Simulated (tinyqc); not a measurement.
From results back to parameters: gated graphene: carriers, quantum capacitance and optical conductivity. Three cases, with inputs chosen for the exercise.

Problem. At low temperature the interband edge lies at 2|mu|, n = mu^2/(pi hv^2), and V = mu/e + e n/Cox with Cox/e^2 = k/(4 pi e2 t), e2 = e^2/(4 pi eps0), t in angstrom. The edge and the voltage are given; hv is hidden.

Constants: e^2/(4 pi eps0) = 14.39964547 eV angstrom.

Case 1.

Values chosen (out of a larger set: Fermi velocity near that of graphene, gate dielectric near HfO2; not measured data): k = 17.24 (dielectric constant of the gate layer); t = 3 nm (its thickness).

edge = 0.2320 eV
V = 0.149342 V

Case 2.

Values chosen (out of a larger set: Fermi velocity near that of graphene, gate dielectric near HfO2; not measured data): k = 18.27 (dielectric constant of the gate layer); t = 5 nm (its thickness).

edge = 0.2520 eV
V = 0.188654 V

Case 3.

Values chosen (out of a larger set: Fermi velocity near that of graphene, gate dielectric near SiO2; not measured data): k = 4.06 (dielectric constant of the gate layer); t = 10 nm (its thickness).

edge = 0.8360 eV
V = 5.57945 V

Find: n; hv; vF (hbar = 6.58211957e-16 eV s).
Solution. mu is half the edge; n = Cox (V - mu/e)/e; hv = mu/sqrt(pi n).

Case 1.

n = 1.06e+12 1/cm^2
hv = 6.36 eV angstrom
vF (hbar = 6.58211957e-16 eV s) = 9.66e+05 m/s

Case 2.

n = 1.27e+12 1/cm^2
hv = 6.32 eV angstrom
vF (hbar = 6.58211957e-16 eV s) = 9.60e+05 m/s

Case 3.

n = 1.16e+13 1/cm^2
hv = 6.93 eV angstrom
vF (hbar = 6.58211957e-16 eV s) = 1.05e+06 m/s

Computed by tinyqc, one run a case: `OMP_NUM_THREADS=1 python tinyqc.py N N+1 out.jsonl` with N = 1680835, 1680951, 1680976; one thread of a shared Intel(R) Xeon(R) Processor @ 2.30GHz, about 0.01 s a run at most.
